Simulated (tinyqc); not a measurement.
Inside a calculation. Method: empirical pseudopotential in a few plane waves. Computed by tinyqc, a small Python program that keeps every step. Settings: plane-wave index or count = 15. Command: `OMP_NUM_THREADS=1 python tinyqc.py 20844 20845 out.jsonl` (the two numbers bound the seeds that draw the settings). One thread of a shared host (Intel(R) Xeon(R) Processor @ 2.60GHz), about 0.2 s of CPU time with the checks.

## Bloch Hamiltonian at k

Parameters chosen for this model: fcc lattice, atoms at +/- a/8 (1,1,1); form factors in rydberg at |G|^2 in units of (2 pi/a)^2:
```
parameter                 value      unit
a                      5.980000  angstrom
VS(3)                 -0.228000        Ry
VS(8)                  0.028000        Ry
VS(11)                 0.080000        Ry
VA(3)                  0.040000        Ry
VA(4)                  0.086000        Ry
VA(11)                 0.005000        Ry
hbar^2/2m (2 pi/a)^2   4.206107        eV
```

k point k (2 pi / a): -0.0600  0.0600  -0.2400

Basis: the 15 shortest G (labels in 2 pi/a), the same at every k. H(G,G') = c |k + G|^2 delta + VS(|G-G'|^2) cos((G-G').tau) + i VA sin((G-G').tau), tau = a/8 (1,1,1); 1 Ry = 13.605693 eV.

H(k) at k (eV):
```
                 +0+0+0           -1-1-1           -1-1+1           -1+1-1
+0+0+0           0.2726   2.1935+0.3848i  -2.1935+0.3848i  -2.1935+0.3848i
-1-1-1   2.1935-0.3848i          14.9098   0.0000-1.1701i   0.0000-1.1701i
-1-1+1  -2.1935-0.3848i   0.0000+1.1701i          10.8719           0.3810
-1+1-1  -2.1935-0.3848i   0.0000+1.1701i           0.3810          15.9193
-1+1+1  -2.1935+0.3848i          -0.3810   0.0000+1.1701i   0.0000+1.1701i
+1-1-1  -2.1935-0.3848i   0.0000+1.1701i           0.3810           0.3810
+1-1+1  -2.1935+0.3848i          -0.3810   0.0000+1.1701i           0.0000
+1+1-1  -2.1935+0.3848i          -0.3810           0.0000   0.0000+1.1701i
+1+1+1   2.1935+0.3848i           0.0000          -0.3810          -0.3810
-2+0+0   0.0000-1.1701i  -2.1935+0.3848i  -2.1935-0.3848i  -2.1935-0.3848i
+0-2+0   0.0000-1.1701i  -2.1935+0.3848i  -2.1935-0.3848i   0.7697-0.0481i
+0+0-2   0.0000-1.1701i  -2.1935+0.3848i   0.7697-0.0481i  -2.1935-0.3848i
+0+0+2   0.0000+1.1701i  -0.7697-0.0481i   2.1935+0.3848i  -0.7697+0.0481i
+0+2+0   0.0000+1.1701i  -0.7697-0.0481i  -0.7697+0.0481i   2.1935+0.3848i
+2+0+0   0.0000+1.1701i  -0.7697-0.0481i  -0.7697+0.0481i  -0.7697+0.0481i

                 -1+1+1           +1-1-1           +1-1+1           +1+1-1
+0+0+0  -2.1935-0.3848i  -2.1935+0.3848i  -2.1935-0.3848i  -2.1935-0.3848i
-1-1-1          -0.3810   0.0000-1.1701i          -0.3810          -0.3810
-1-1+1   0.0000-1.1701i           0.3810   0.0000-1.1701i           0.0000
-1+1-1   0.0000-1.1701i           0.3810           0.0000   0.0000-1.1701i
-1+1+1          11.8814           0.0000           0.3810           0.3810
+1-1-1           0.0000          13.9003   0.0000-1.1701i   0.0000-1.1701i
+1-1+1           0.3810   0.0000+1.1701i           9.8625           0.3810
+1+1-1           0.3810   0.0000+1.1701i           0.3810          14.9098
+1+1+1   0.0000+1.1701i          -0.3810   0.0000+1.1701i   0.0000+1.1701i
-2+0+0   2.1935-0.3848i   0.7697-0.0481i  -0.7697-0.0481i  -0.7697-0.0481i
+0-2+0  -0.7697-0.0481i  -2.1935-0.3848i   2.1935-0.3848i  -0.7697-0.0481i
+0+0-2  -0.7697-0.0481i  -2.1935-0.3848i  -0.7697-0.0481i   2.1935-0.3848i
+0+0+2  -2.1935+0.3848i  -0.7697+0.0481i  -2.1935+0.3848i   0.7697+0.0481i
+0+2+0  -2.1935+0.3848i  -0.7697+0.0481i   0.7697+0.0481i  -2.1935+0.3848i
+2+0+0   0.7697+0.0481i   2.1935+0.3848i  -2.1935+0.3848i  -2.1935+0.3848i

                 +1+1+1           -2+0+0           +0-2+0           +0+0-2
+0+0+0   2.1935-0.3848i   0.0000+1.1701i   0.0000+1.1701i   0.0000+1.1701i
-1-1-1           0.0000  -2.1935-0.3848i  -2.1935-0.3848i  -2.1935-0.3848i
-1-1+1          -0.3810  -2.1935+0.3848i  -2.1935+0.3848i   0.7697+0.0481i
-1+1-1          -0.3810  -2.1935+0.3848i   0.7697+0.0481i  -2.1935+0.3848i
-1+1+1   0.0000-1.1701i   2.1935+0.3848i  -0.7697+0.0481i  -0.7697+0.0481i
+1-1-1          -0.3810   0.7697+0.0481i  -2.1935+0.3848i  -2.1935+0.3848i
+1-1+1   0.0000-1.1701i  -0.7697+0.0481i   2.1935+0.3848i  -0.7697+0.0481i
+1+1-1   0.0000-1.1701i  -0.7697+0.0481i  -0.7697+0.0481i   2.1935+0.3848i
+1+1+1          10.8719  -0.7697-0.0481i  -0.7697-0.0481i  -0.7697-0.0481i
-2+0+0  -0.7697+0.0481i          18.1064           0.3810           0.3810
+0-2+0  -0.7697+0.0481i           0.3810          16.0875           0.3810
+0+0-2  -0.7697+0.0481i           0.3810           0.3810          21.1348
+0+0+2  -2.1935-0.3848i          -0.3810          -0.3810           0.0000
+0+2+0  -2.1935-0.3848i          -0.3810           0.0000          -0.3810
+2+0+0  -2.1935-0.3848i           0.0000          -0.3810          -0.3810

                 +0+0+2           +0+2+0           +2+0+0
+0+0+0   0.0000-1.1701i   0.0000-1.1701i   0.0000-1.1701i
-1-1-1  -0.7697+0.0481i  -0.7697+0.0481i  -0.7697+0.0481i
-1-1+1   2.1935-0.3848i  -0.7697-0.0481i  -0.7697-0.0481i
-1+1-1  -0.7697-0.0481i   2.1935-0.3848i  -0.7697-0.0481i
-1+1+1  -2.1935-0.3848i  -2.1935-0.3848i   0.7697-0.0481i
+1-1-1  -0.7697-0.0481i  -0.7697-0.0481i   2.1935-0.3848i
+1-1+1  -2.1935-0.3848i   0.7697-0.0481i  -2.1935-0.3848i
+1+1-1   0.7697-0.0481i  -2.1935-0.3848i  -2.1935-0.3848i
+1+1+1  -2.1935+0.3848i  -2.1935+0.3848i  -2.1935+0.3848i
-2+0+0          -0.3810          -0.3810           0.0000
+0-2+0          -0.3810           0.0000          -0.3810
+0+0-2           0.0000          -0.3810          -0.3810
+0+0+2          13.0591           0.3810           0.3810
+0+2+0           0.3810          18.1064           0.3810
+2+0+0           0.3810           0.3810          16.0875
```

## Levels at k

Diagonalise the Hermitian matrix.

eigenvalues (eV): -3.2474  6.5689  7.4847  7.5247  11.4329  12.2475  13.2551  13.2928  15.4695  16.2678  18.0436  20.1178  21.4442  21.6804  24.3990

## Bands along a path

The same steps at evenly spaced points between the labelled ones.

Bands along the path (eV), lowest eight:
```
k          band 1  band 2  band 3  band 4   band 5   band 6   band 7   band 8
L         -1.8700  3.0733  7.4122  7.4122  10.9531  13.3605  13.3605  16.3111
L-G 0.33  -2.5480  4.1227  7.3742  7.3742  11.0095  13.2599  13.2599  15.3646
L-G 0.67  -3.1952  6.1421  7.6037  7.6037  11.2297  13.0142  13.0142  13.1727
G         -3.4382  7.7706  7.7706  7.7706  10.3685  12.6417  12.6417  12.6417
G-X 0.33  -3.1133  6.1345  7.2786  7.2786  11.4616  12.3388  13.7692  13.7692
G-X 0.67  -2.2355  4.1262  6.6487  6.6487  10.2468  12.2889  16.2779  16.2779
X         -1.3064  2.9868  6.5918  6.5918   9.7587  11.9490  19.4695  19.4695
```

With 4 band(s) filled, the highest filled level on these points lies at G and the lowest empty one at X: a gap of 1.9881 eV, indirect. This holds for the small fixed basis; with all plane waves up to |k + G|^2 = 21 (2 pi/a)^2 the gap along the path is 2.34 eV.

## Convergence with the number of plane waves

Levels at G counted from the fourth one.

Levels (eV):
```
plane waves   level 1  level 5  level 8
9            -13.7744   1.0061   2.3402
15           -11.2088   2.5979   4.8710
27           -10.2305   3.1558   5.1301
51           -10.1268   3.1886   5.2558
59           -10.1818   3.2052   5.0120
65           -10.1962   3.2072   4.9533
89           -10.1675   3.2113   4.9822
```
